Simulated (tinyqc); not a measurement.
Single-band model of a thermoelectric material: one step, computed by the program tinyqc.

One spherical band, one scattering law, no minority carriers and no phonon drag. In a real material minority carriers limit |S| to about E_g/(2 e T), so larger values are formal. eta = E_F/(k_B T) is counted from the band edge; f = 1/(1 + exp(x - eta)).

Question. Coefficients. sigma = e mu_0 N_0 <s> with mu_0 = e tau_0/m = mu_300 (T/300 K)^(-p); |S| = (k_B/e)(<x s>/<s> - eta); Lorenz number L = (k_B/e)^2 (<x^2 s>/<s> - (<x s>/<s>)^2); kappa_e = L sigma T; zT = S^2 sigma T/(kappa_L + kappa_e). Hall factor r_H = <G^(3/2)> <G^(3/2 + 2r)/D^4>/<s>^2; drift mobility sigma/(n e) with n = N_0 <G^(3/2)>; power factor S^2 sigma.

Inputs (values chosen for the exercise, for a model material): mobility parameter mu_300 = 690 cm^2/(V s); temperature exponent p = 0.5; lattice thermal conductivity kappa_L = 1.2 W/(m K); temperature T = 410 K.

Band: parabolic. Scattering: polar optical (high temperature), r = 0.5.

N_0 = 3.998432e+18 1/cm^3

<s> = 0.5805531

<x s> = 1.803258

reduced Fermi level eta = -1.165736

<x^2 s> = 7.343091

<G^(3/2)> = 0.3751470

<G^(3/2 + 2r)/D^4> = 0.9844112

Constants: e = 1.602176634e-19 C; k_B = 8.617333262e-05 eV/K.

Give: conductivity sigma; Seebeck coefficient |S|; Lorenz number L; drift mobility; Hall factor r_H; power factor; kappa_e; zT.

Answer.

conductivity sigma = 219.5 S/cm

Seebeck coefficient |S| = 368.1 microvolt/K

Lorenz number L = 2.228 1e-8 V^2/K^2

drift mobility = 913.4 cm^2/(V s)

Hall factor r_H = 1.096

power factor = 29.75 microwatt/(cm K^2)

kappa_e = 0.2005 W/(m K)

zT = 0.8708

L is 91 % of the degenerate value pi^2/3 (k_B/e)^2 = 2.443; the classical limit for this r is (r + 5/2)(k_B/e)^2 = 2.228. The charge carriers transport 14 % of the heat.
